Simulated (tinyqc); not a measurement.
Schottky barrier on an n-type semiconductor with a surface-enhanced doping, non-linear Poisson equation by Newton steps: Capacitance-voltage profiling.

One dimension, metal at x = 0, donor density C(x) = Nd + N0 exp(-x/Ls). Energies are counted from the electron Fermi level of the semiconductor and the conduction-band edge is Ec = -psi, so n = Nc exp(psi/Vt); holes follow the Fermi level of the metal, at -V, so p = Nv exp((V - psi - Eg)/Vt). Ends: psi(0) = V - phiB and psi = Vt ln(Nd/Nc) deep inside. Boltzmann statistics, full ionisation, no current, no image force in the Poisson equation.

The Poisson equation d/dx(eps0 eps_r dpsi/dx) = -q (p - n + C) is solved on a mesh of about 1000 nodes or more that ends in neutral material. C_s = q d/dV of the integral of n over x, from the linearised equation. Probed depth w = eps0 eps_r/C_s; apparent doping N_app = C_s^3/(q eps0 eps_r dC_s/dV), the derivative by central differences over +/- 0.02 V.

Parameters, values chosen for the exercise; band and dielectric values close to those of 4H silicon carbide:
```
symbol   value   unit                                  meaning
T          350      K                              temperature
Eg        3.25     eV                                 band gap
eps_r     9.76                           relative permittivity
Nc      2.1e19  cm^-3   conduction-band density of states at T
Nv      3.2e19  cm^-3      valence-band density of states at T
Nd      5.8e15  cm^-3  donor density deep in the semiconductor
phiB      1.38     eV                           barrier height
N0      1.6e16  cm^-3       extra donor density at the surface
Ls         170     nm                             decay length
```

Constants: q = 1.602176634e-19 C, kB = 1.380649e-23 J/K, Vt = kB T/q, eps0 = 8.8541878128e-14 F/cm where lengths are in cm. Results are converted to the units shown.

Result of one run:
```
V (V)  C_s (nF/cm^2)  w (nm)  N_app (cm^-3)  true C(w) (cm^-3)  |E_0| (kV/cm)
-2              13.1     660        6.16e15            6.13e15            120
```

What becomes of these results when the bias of the metal against the semiconductor V is changed from -2 to -1.5 V, all else the same?

Result of the changed run:
```
V (V)  C_s (nF/cm^2)  w (nm)  N_app (cm^-3)  true C(w) (cm^-3)  |E_0| (kV/cm)
-1.5            14.6     590        6.33e15            6.30e15            112
```

The whole series:
```
V (V)  C_s (nF/cm^2)  w (nm)  N_app (cm^-3)  true C(w) (cm^-3)  |E_0| (kV/cm)
0               25.5     339        8.08e15            7.97e15           79.6
-0.25           22.3     387        7.53e15            7.44e15           86.5
-0.5            20.0     432        7.14e15            7.06e15           92.6
-0.75           18.2     475        6.85e15            6.78e15           98.1
-1              16.8     515        6.63e15            6.57e15            103
-1.25           15.6     554        6.46e15            6.42e15            108
-1.5            14.6     590        6.33e15            6.30e15            112
-1.75           13.8     626        6.24e15            6.20e15            116
-2              13.1     660        6.16e15            6.13e15            120
```

C_s falls from 25.5 to 13.1 nF/cm^2 while the probed depth goes from 339 to 660 nm. The apparent doping falls from 8.08e15 to 6.16e15 cm^-3. It departs most from the true doping at that depth for V = 0 V, where it is 1.3 % above it; so the doping is read well over the depths probed.

Numbers from tinyqc (`OMP_NUM_THREADS=1 python tinyqc.py 2020143 2020144 out.jsonl`; about 0.1 s on one thread of a shared Intel Xeon 2.30GHz).
